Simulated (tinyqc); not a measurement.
The square root of alpha at three temperatures: phonon-assisted absorption at an indirect gap.

alpha(E) = sum_j A_j [N_j (E - Eg + w_j)^2 + (N_j + 1)(E - Eg - w_j)^2], each bracket counted only where its base is positive; N_j = 1/(exp(w_j/kB T) - 1). The first term absorbs a phonon and the second emits one; excitons and direct transitions are left out.

Constants: kB = 8.617333262e-05 eV/K.

Parameters, chosen for this exercise (out of a larger set: loosely those of Si at room temperature; Eg is not tied to T; not measured data):
```
symbol  value        unit         meaning
Eg      1.116        eV           indirect gap, held fixed unless listed
w       (58, 18.3)   meV          two zone-edge phonons
A       (3900, 180)  1/(cm eV^2)  their strengths
```

The gap is held fixed, so only the phonon occupations change.

sqrt(alpha) (1/cm^(1/2)):
```
E - Eg (eV)   150 K   300 K   600 K
-0.04         0.120   0.387   0.781
-0.02         0.253   0.818   1.649
0.00          0.411   1.271   2.545
0.02          0.596   1.753   3.476
0.04          0.857   2.282   4.452
0.10          3.234   4.906   8.197
0.15          6.408   8.250  12.367
0.20          9.648  11.782  16.797
0.30         16.168  18.992  25.904
0.45         25.971  29.905  39.754
0.60         35.783  40.852  53.676
```

Give the missing row, E - Eg (eV) = 0.07.

Computed row:
```
E - Eg (eV)  150 K  300 K  600 K
0.07         1.543  3.244  6.051
```

Below the gap only phonon absorption acts: at E - Eg = -0.02 eV sqrt(alpha) is 0.253, 0.818 and 1.649 at 150, 300 and 600 K. A straight line through the last two rows meets the axis at E - Eg = +0.0529, +0.0402 and +0.0217 eV: the intercept is roughly a weighted mean of the thresholds, not the gap, and it moves from the emission side towards Eg as the occupations grow. At the last row alpha grows by a factor 2.25 from the lowest to the highest temperature at fixed gap.

tinyqc: `OMP_NUM_THREADS=1 python tinyqc.py 1682523 1682524 out.jsonl`; about 0.01 s, one thread, shared Intel(R) Xeon(R) Processor @ 2.30GHz.
